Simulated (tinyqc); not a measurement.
## Capacitances against the space between lines

Endless row of lines of width wl, height tl and space sl between grounded planes at distance hd; e2 fills the gaps beside the lines, e1 the rest. Laplace's equation is solved on meshes of 3, 6 and 12 steps per unit u and extrapolated (Aitken), which is good to about 0.2 %. C_even (all lines at 1 V) is the capacitance Cg to the planes; C_odd (neighbours in antiphase) = Cg + 4 Cc if only nearest neighbours couple, which defines Cc; total with quiet neighbours Cg + 2 Cc. Plate values 2 eps0 e1 wl/hd and eps0 e2 tl/sl.

Inputs (values chosen for the exercise): relative permittivity above and below the lines e1 = 3; relative permittivity between the lines e2 = 1; line width, in units u wl = 4 u; line height tl = 10 u; distance to each plane hd = 4 u.

Constants: eps0 = 8.8541878128e-12 F/m. Results are converted to the units shown.

The same in every row: plate Cg (aF/um) = 53.1.

Result of one run:
```
Cg (aF/um),Cc (aF/um),Cg + 2 Cc (aF/um),C_odd (aF/um),plate Cc (aF/um),"share of coupling, 2 Cc/(Cg + 2 Cc) (%)"
127,1.47,130,133,5.53,2.26
```

Which space between lines sl gave this result: 2, 4, 8, 12 or 16 u?

sl = 16 u.

The whole series:
```
sl (u),Cg (aF/um),Cc (aF/um),Cg + 2 Cc (aF/um),C_odd (aF/um),plate Cc (aF/um),"share of coupling, 2 Cc/(Cg + 2 Cc) (%)"
2,76.2,60.8,198,319,44.3,61.5
4,93.1,28.4,150,207,22.1,37.9
6,105,16.1,137,169,14.8,23.4
8,113,9.67,133,152,11.1,14.6
12,123,3.72,130,138,7.38,5.71
16,127,1.47,130,133,5.53,2.26
24,129,0.230,130,130,3.69,0.355
```

As sl goes from 2 to 24, Cg rises from 76.2 to 129 aF/um, Cc falls from 60.8 to 0.230 aF/um and the share of coupling falls from 61.5 to 0.355 %. Cg is 1.43 times its plate value in the first row and 2.44 times in the last; for Cc the ratios are 1.37 and 0.0624. Neighbours in antiphase raise the load by a factor of 1.61 and 1.00 over quiet ones.

Program tinyqc, `OMP_NUM_THREADS=1 python tinyqc.py 2790160 2790161 out.jsonl`; Intel Xeon 2.30GHz, shared host, one thread, about 0.8 s.
